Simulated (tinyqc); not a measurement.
Ellipsometry and reflectance of a transparent film on an absorbing substrate: one step of the calculation.

Air (index 1), film, substrate with N2 = n2 - i k2; time factor exp(+i w t). q_j = sqrt(N_j^2 - sin^2 th), root with positive real part. Fresnel coefficients r_s = (q_a - q_b)/(q_a + q_b), r_p = (N_b^2 q_a - N_a^2 q_b)/(N_b^2 q_a + N_a^2 q_b). tan(Psi) exp(i Delta) = R_p/R_s, Delta taken from 0 to 360 degrees.

Problem. Psi, Delta and reflectances. beta = 2 pi d q1/lam, X = exp(-2 i beta), R = (r01 + r12 X)/(1 + r01 r12 X) for p and s.

Parameters, values chosen for the exercise:

| symbol | value | unit | meaning |
|---|---|---|---|
| lam | 405 | nm | wavelength |
| d | 34 | nm | film thickness |

q1 = 1.1791391
r01,p = -0.048438825
r01,s = -0.40445672
r12,p = 0.50403615-0.02203482i
r12,s = -0.63978026+0.01838485i

Find: beta; X; R_p; R_s; Psi; Delta; |R_p|^2; |R_s|^2.

Solution.

beta = 0.6220 rad
X = 0.3211-0.9471i
R_p = 0.0816-0.4897i
R_s = -0.6471+0.4198i
Psi = 32.77 degrees
Delta = 132.4 degrees
|R_p|^2 = 0.2464
|R_s|^2 = 0.5950

The bare substrate gives Psi = 29.40 and Delta = 177.84 degrees.

Numbers from tinyqc (`OMP_NUM_THREADS=1 python tinyqc.py 2870213 2870214 out.jsonl`; about 0.4 s on one thread of a shared Intel Xeon 2.30GHz).
